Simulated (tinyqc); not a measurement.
From results back to parameters: bond-orbital model of a tetrahedral semiconductor (Harrison's universal couplings). Three cases, with inputs chosen for the exercise.

Problem. In the bond-orbital model the bond-antibond splitting is 2 sqrt(V2^2 + V3^2), Z* = 4 ap - (Z - 4) with ap = V3/sqrt(V2^2 + V3^2), and V2 = 3.22 x 2c/d^2, c = hbar^2/2m0. The values below come from a hidden bond length and V3.

Constants: hbar^2/2m0 = 3.80998211 eV angstrom^2.

Case 1.

Values chosen (out of a larger set: near tabulated values for InSb; the model gives trends, and its gaps can be far from the real ones; not measured data): Z = 5 (valence electrons of the anion).

splitting = 7.05189 eV
Z* = 0.89027 e

Case 2.

Values chosen (out of a larger set: near tabulated values for GaAs; the model gives trends, and its gaps can be far from the real ones; not measured data): Z = 5 (valence electrons of the anion).

splitting = 9.34810 eV
Z* = 0.88701 e

Case 3.

Values chosen (out of a larger set: near tabulated values for AlN; the model gives trends, and its gaps can be far from the real ones; not measured data): Z = 5 (valence electrons of the anion).

splitting = 16.90554 eV
Z* = 1.33119 e

Find: V2, V3; d.

Solution. ap = (Z* + Z - 4)/4; V3 = ap times half the splitting, V2 = sqrt(1 - ap^2) times it, and d = sqrt(6.44 c/V2).

Case 1.

V2, V3 (eV): 3.107  1.666

d = 2.810 angstrom

Case 2.

V2, V3 (eV): 4.121  2.205

d = 2.440 angstrom

Case 3.

V2, V3 (eV): 6.869  4.926

d = 1.890 angstrom

Computed by tinyqc, one run a case: `OMP_NUM_THREADS=1 python tinyqc.py N N+1 out.jsonl` with N = 1450986, 1451098, 1451111; one thread of a shared Intel(R) Xeon(R) Processor @ 2.30GHz, about 0.01 s a run at most.
